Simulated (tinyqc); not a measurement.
Changing the roughness of the interface sigma_2: X-ray reflectivity of a thin film on silicon: critical angles, Parratt recursion, fringes and roughness. Computed by tinyqc, a small Python program. Command: `OMP_NUM_THREADS=1 python tinyqc.py 3120578 3120579 out.jsonl xrr sweep`. One thread of a shared host (Intel(R) Xeon(R) Processor @ 2.30GHz), about 0.01 s of CPU time with the checks.

n = 1 - delta + i beta; the classical electron radius is r_e = 2.8179403e-6 nm. Layer 0 is vacuum, 1 the film, 2 the substrate.

Inputs (values chosen for the exercise, modelled on Al2O3 on silicon, copper K-alpha radiation):
```
quantity                                        value     unit
wavelength lambda                             0.15406       nm
film density rho                                 3.14   g/cm^3
effective electrons per unit mass, film         0.493    mol/g
beta/delta, film                                0.011        -
film thickness d                                 8.86       nm
roughness of the surface sigma_1                 0.25       nm
substrate density                                2.33   g/cm^3
effective electrons per unit mass, substrate    0.507    mol/g
beta/delta, substrate                           0.023        -
grazing angle theta                              1.14  degrees
```

Constants: N_A = 6.02214076e+23 1/mol.

Method:
- delta = r_e lambda^2 rho_e/(2 pi), rho_e = density x electrons per mass x N_A; critical angle sqrt(2 delta), q_c = 4 sqrt(pi r_e rho_e).
- k_j = (2 pi/lambda) sqrt(sin^2 theta - 2 delta_j + 2 i beta_j); r_ij = (k_i - k_j)/(k_i + k_j) x exp(-2 k_i k_j sigma^2) (Nevot-Croce); r = (r_01 + r_12 p)/(1 + r_01 r_12 p), p = exp(2 i k_1 d); R = |r|^2.
- Far above the critical angle the period is d theta = lambda/(2 d), or 2 pi/d in q; the envelope runs between (|r_01| - |r_12 p|)^2 and (|r_01| + |r_12 p|)^2; contrast = 2 a b/(a^2 + b^2) with a = |r_01|, b = |r_12 p|; roughness factors on the amplitudes are about exp(-q^2 sigma^2/2).

One run for each value:
```
roughness of the interface sigma_2 (nm)  contrast  roughness factor, interface  reflectivity R
0.0                                       0.48837                       1.0000      1.4416e-04
0.2                                       0.46724                       0.9487      1.4355e-04
0.4                                       0.40791                       0.8100      1.4212e-04
0.6                                       0.32268                       0.6225      1.4073e-04
0.8                                       0.22996                       0.4305      1.3995e-04
1.0                                       0.14735                       0.2680      1.3984e-04
1.2                                       0.08501                       0.1501      1.4008e-04
1.4                                       0.04424                       0.0757      1.4040e-04
1.6                                       0.02080                       0.0344      1.4063e-04
```

Describe the trends.

Over the rows, contrast falls from 0.488 to 0.0208; roughness factor, interface falls from 1.00 to 0.0344; reflectivity R goes from 1.44e-4 through a minimum among these rows, 1.40e-4 at 1.00, to 1.41e-4.

Extremes, crossings and ranges named in words are read from the listed rows.
